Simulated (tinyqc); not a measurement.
# Inputs raised by 10 %, one at a time

Model: electron-beam lithography: double-Gaussian proximity function, edge placement and dose correction for parallel lines. Computed by tinyqc, a small Python program. Command: `OMP_NUM_THREADS=1 python tinyqc.py 3111798 3111799 out.jsonl proximity sens`. One thread of a shared host (Intel(R) Xeon(R) Processor @ 2.30GHz), about 0.01 s of CPU time with the checks.

Lines are infinitely long. Absorbed energy is counted so that the middle of a very large area written at dose 1 receives 1; the resist develops where it exceeds 1/2.

Inputs (values chosen for the exercise, of the order of those for 30 keV electrons in resist on silicon):

| quantity | value | unit |
|---|---|---|
| forward range alpha | 0.0095 | micrometre |
| backscatter range beta | 4.3 | micrometre |
| backscatter ratio eta | 0.64 | - |
| base dose D0 | 700 | microcoulomb/cm^2 |
| beam current | 3.5 | nA |
| pixel size | 5 | nm |
| width of the test line | 0.056 | micrometre |
| pattern density around the test line | 0.31 | - |

line widths (micrometre): 0.039  0.056  0.03  6.1

gaps between the lines (micrometre): 2  0.13  0.091

Constants: e = 1.602176634e-19 C.

Method:
- The first line starts at x = 0; each next one starts after the width and the gap.
- f(r) = [exp(-r^2/alpha^2)/alpha^2 + eta exp(-r^2/beta^2)/beta^2]/(pi (1 + eta)). A line from a to b at dose d gives E(x) = d [S(alpha) + eta S(beta)]/(1 + eta), S(s) = [erf((b - x)/s) - erf((a - x)/s)]/2.
- M_ij is the mean of E at the two edges of line i from line j at dose 1.
- Uncorrected edge energies are M 1. Solve M d = 1/2 for the doses d that put the mean edge energy of every line at the threshold.
- A test line of width w << beta in surroundings of density rho, all at dose d: near its edge E(x) = d [S + eta rho]/(1 + eta), S = [erf((b - x)/alpha) - erf((a - x)/alpha)]/2 for edges a and b, the second term being the background energy. Dose to size d_s = (1 + eta)/(erf(w/alpha) + 2 eta rho), dose = d_s D0; edge slope d [1 - exp(-w^2/alpha^2)]/(sqrt(pi) alpha (1 + eta)); width change per 1 % of dose = 2 x 0.01 x (1/2)/slope.
- With dose = d_s D0: electrons per pixel N = dose x pixel area/e; relative noise 1/sqrt(N); time per cm^2 of pattern area = dose x density/current; pixel rate = current/(dose x pixel area).

Runs:

| input moved | from | to | width change per 1 % of dose (nm) | largest over smallest dose | writing time per cm^2 (h) | shot noise (%) |
|---|---|---|---|---|---|---|
| base run | - | - | 0.23520 | 1.3219 | 20.221 | 2.7924 |
| forward range alpha (micrometre) | 0.0095 | 0.01045 | 0.25872 | 1.3219 | 20.221 | 2.7924 |
| backscatter range beta (micrometre) | 4.3 | 4.73 | 0.23520 | 1.2848 | 20.221 | 2.7924 |
| backscatter ratio eta | 0.64 | 0.704 | 0.24188 | 1.3539 | 20.430 | 2.7781 |
| pattern density around the test line | 0.31 | 0.341 | 0.24188 | 1.3219 | 21.628 | 2.8318 |
| base dose D0 (microcoulomb/cm^2) | 700 | 770 | 0.23520 | 1.3219 | 22.243 | 2.6625 |
| beam current (nA) | 3.5 | 3.85 | 0.23520 | 1.3219 | 18.383 | 2.7924 |
| pixel size (nm) | 5 | 5.5 | 0.23520 | 1.3219 | 20.221 | 2.5386 |

Exponents ln(y'/y) / ln(x'/x):

| input | width change per 1 % of dose | largest over smallest dose | writing time per cm^2 | shot noise |
|---|---|---|---|---|
| forward range alpha | 1.000 | 0.000 | 0.000 | 0.000 |
| backscatter range beta | 0.000 | -0.299 | 0.000 | 0.000 |
| backscatter ratio eta | 0.294 | 0.251 | 0.108 | -0.054 |
| pattern density around the test line | 0.294 | 0.000 | 0.706 | 0.147 |
| base dose D0 | 0.000 | 0.000 | 1.000 | -0.500 |
| beam current | 0.000 | 0.000 | -1.000 | 0.000 |
| pixel size | 0.000 | 0.000 | 0.000 | -1.000 |

Among the inputs moved here: width change per 1 % of dose answers most in size to forward range alpha (exponent +1.000), next to backscatter ratio eta (+0.294); its exponent is below 0.0005 for backscatter range beta, base dose D0, beam current, pixel size. Its exponent +1.000 in forward range alpha: the edge slope goes as 1/alpha. Largest over smallest dose answers most in size to backscatter range beta (exponent -0.299), next to backscatter ratio eta (+0.251); its exponent is below 0.0005 for forward range alpha, pattern density around the test line, base dose D0, beam current, pixel size. Writing time per cm^2 answers most in size to beam current (exponent -1.000), and about equally to base dose D0 (+1.000); its exponent is below 0.0005 for forward range alpha, backscatter range beta, pixel size. Shot noise answers most in size to pixel size (exponent -1.000), next to base dose D0 (-0.500); its exponent is below 0.0005 for forward range alpha, backscatter range beta, beam current.

Extremes, crossings and ranges named in words are read from the listed rows.
